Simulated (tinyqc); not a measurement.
Composition and strain of an epitaxial Si(1-x)Ge(x) layer from Raman and X-ray peaks: one step, computed by the program tinyqc.

A (001) layer, biaxially strained in the plane. The Raman peaks follow empirical lines omega = w0 + c1 x + c3 x^3 + b eps (c3 for Si-Ge alone), with eps the in-plane strain.

Task: Lattice constants and strain. Relaxed lattice constant a(x) = a_Si + (a_Ge - a_Si) x - B x (1 - x). In-plane constant a_par = a_sub + R (a(x) - a_sub); eps = a_par/a(x) - 1; eps_perp = -(2 C12/C11) eps with 2 C12/C11 linear in x; a_perp = a(x) (1 + eps_perp).

Inputs (values chosen for the exercise, modelled on silicon-germanium):
```
quantity                value      unit
Ge fraction x            0.58         -
degree of relaxation R   0.69         -
lattice constant of Si  5.431  angstrom
lattice constant of Ge  5.658  angstrom
bowing B                 0.03  angstrom
2 C12/C11 of Si         0.778         -
2 C12/C11 of Ge         0.757         -
```

Substrate: silicon.

Give: relaxed constant a(x); substrate constant a_sub; a_par; in-plane strain eps; strain along the normal; a_perp.

Result:

relaxed constant a(x) = 5.555352 angstrom

substrate constant a_sub = 5.431 angstrom

a_par = 5.517 angstrom

in-plane strain eps = -6.939 per mille

strain along the normal = 5.314 per mille

a_perp = 5.585 angstrom

The layer is under compression in the plane and is stretched along the normal.
